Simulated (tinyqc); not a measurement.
What moves the results: Lorentz oscillators and the Kramers-Kronig relations. A value that a table varies takes the place of the one given here.

eps(E) = 1 + sum_j S_j/(E0_j^2 - E^2 - i G_j E).

Kramers-Kronig: eps1(E) = 1 + (2/pi) P integral_0^infinity E1 eps2(E1)/(E1^2 - E^2) dE1. Maclaurin rule on the grid E_j = j h, j = 1 .. M: eps1(E_i) = 1 + (4 h/pi) sum over j with j - i odd of E_j eps2(E_j)/(E_j^2 - E_i^2); nothing is added above E_M.

n + i k = sqrt(eps1 + i eps2) with k >= 0; R = ((n - 1)^2 + k^2)/((n + 1)^2 + k^2) at normal incidence from vacuum; alpha = 2 E k/(hbar c), times 1e8 for 1/cm; loss function Im(-1/eps) = eps2/(eps1^2 + eps2^2).

Constants: hbar c = 1973.269805 eV angstrom.

Inputs chosen for the exercise (line positions loosely like those of SiC; Lorentz tails absorb below the gap, where the real solid is clear; shifted at random, so the results belong to these values and not to a real crystal): E0 = (5.91, 7.61, 9.2) eV (resonances); G = (0.82, 1.19, 2.6) eV (widths); S = (60, 125.7, 81.1) eV^2 (strengths); h = 1 eV (grid step); M = 30 (grid points E_j = j h); E_t = 1.3 eV (energy below the first line); E = 8.01 eV (photon energy).

## Numerical transform against the formula

Every third grid point is listed; the error is the transform minus the formula.

Dielectric function:

| E (eV) | eps2 | eps1 formula | eps1 transform | error |
|---|---|---|---|---|
| 2.00 | 0.270 | 6.263 | 5.278 | -0.985 |
| 5.00 | 3.084 | 11.159 | 13.777 | 2.618 |
| 8.00 | 11.779 | -5.007 | -0.811 | 4.196 |
| 11.00 | 1.552 | -2.978 | -3.645 | -0.667 |
| 14.00 | 0.350 | -0.926 | -0.647 | 0.279 |
| 17.00 | 0.142 | -0.154 | -0.352 | -0.198 |
| 20.00 | 0.074 | 0.220 | 0.332 | 0.112 |
| 23.00 | 0.044 | 0.434 | 0.331 | -0.102 |
| 26.00 | 0.029 | 0.568 | 0.626 | 0.058 |
| 29.00 | 0.020 | 0.659 | 0.591 | -0.068 |

The largest error listed is +4.196 at 8.00 eV. The rule samples every 2h = 2 eV and the narrowest line is 0.82 eV wide, so it is not resolved. The grid ends at 30 eV, where eps2 is still 0.018; the error at the last point listed, nearest the missing tail, is -0.068.

## How far the spectrum must be known

The integrals are done by adaptive quadrature and cut at E_cut. f-sum share: (2/pi) integral of E eps2 over sum S. Static share: (2/pi) integral of eps2/E over eps(0) - 1.

Cut integrals:

| E_cut (eV) | eps1(E_t) | f-sum share | static share |
|---|---|---|---|
| 7.4 | 4.042 | 0.367 | 0.603 |
| 10.1 | 5.720 | 0.793 | 0.940 |
| 13.8 | 5.957 | 0.904 | 0.989 |
| 18.4 | 5.995 | 0.938 | 0.996 |
| 27.6 | 6.009 | 0.962 | 0.999 |
| 46.0 | 6.013 | 0.978 | 1.000 |

eps1(E_t) from the formula = 6.013

Cut at 10.1 eV, just above the last line, eps1(E_t) lacks 0.293; cut at 46 eV it lacks 0.001. At 13.8 eV the static sum has reached 0.989 and the f-sum only 0.904: the f-sum weights eps2 by E and the static sum by 1/E, so the f-sum needs the far tail.

## Optical constants across the spectrum

Spectrum:

| E (eV) | eps1 | eps2 | n | k | R | loss |
|---|---|---|---|---|---|---|
| 1.38 | 6.036 | 0.170 | 2.457 | 0.035 | 0.178 | 0.005 |
| 3.26 | 7.162 | 0.609 | 2.679 | 0.114 | 0.209 | 0.012 |
| 5.14 | 11.832 | 3.856 | 3.484 | 0.553 | 0.317 | 0.025 |
| 7.03 | 6.752 | 9.764 | 3.051 | 1.600 | 0.357 | 0.069 |
| 8.91 | -4.265 | 5.869 | 1.223 | 2.400 | 0.543 | 0.112 |
| 10.79 | -3.211 | 1.795 | 0.483 | 1.856 | 0.657 | 0.133 |
| 12.67 | -1.573 | 0.606 | 0.237 | 1.276 | 0.700 | 0.213 |
| 14.55 | -0.731 | 0.288 | 0.165 | 0.871 | 0.687 | 0.466 |
| 16.43 | -0.258 | 0.165 | 0.155 | 0.531 | 0.616 | 1.759 |
| 18.32 | 0.039 | 0.104 | 0.275 | 0.190 | 0.339 | 8.392 |
| 20.20 | 0.238 | 0.071 | 0.493 | 0.072 | 0.117 | 1.157 |
| 22.08 | 0.379 | 0.051 | 0.617 | 0.042 | 0.057 | 0.351 |

Among the energies listed the largest values are at (eV): eps2 7.03; n 5.14; k 8.91; R 12.67; loss 18.32. eps1 crosses zero at 7.63 and 18.02 eV; the last crossing is upward and marks the plasmon, against sqrt(sum S) = 16.33 eV for free electrons.

## What each oscillator parameter does

At the energy E. Each row changes one parameter from the base and keeps the others.

Results:

| case | eps1 | eps2 | n | k | R |
|---|---|---|---|---|---|
| base | -5.053 | 11.643 | 1.954 | 2.979 | 0.556 |
| E0 = (5.91, 7.61, 9.66) eV | -5.158 | 10.979 | 1.867 | 2.940 | 0.557 |
| G = (0.82, 1.19, 3.9) eV | -5.810 | 11.479 | 1.878 | 3.056 | 0.574 |
| S = (60, 125.7, 97.32) eV^2 | -4.664 | 12.039 | 2.031 | 2.964 | 0.548 |
| E = 8.411 eV | -5.027 | 7.703 | 1.444 | 2.667 | 0.559 |

The largest shifts from the base row, up to three for each result and ties (the steps differ in size, so this ranks the rows, not the parameters). eps1: G -0.756, S +0.389, E0 -0.105. eps2: E -3.940, E0 -0.664, S +0.396. n: E -0.510, E0 -0.087, S +0.076, G -0.076. k: E -0.312, G +0.077, E0 -0.039. R: G +0.018, S -0.008, E +0.003.

tinyqc: `OMP_NUM_THREADS=1 python tinyqc.py 1651210 1651211 out.jsonl`; about 0.1 s, one thread, shared Intel(R) Xeon(R) Processor @ 2.30GHz.
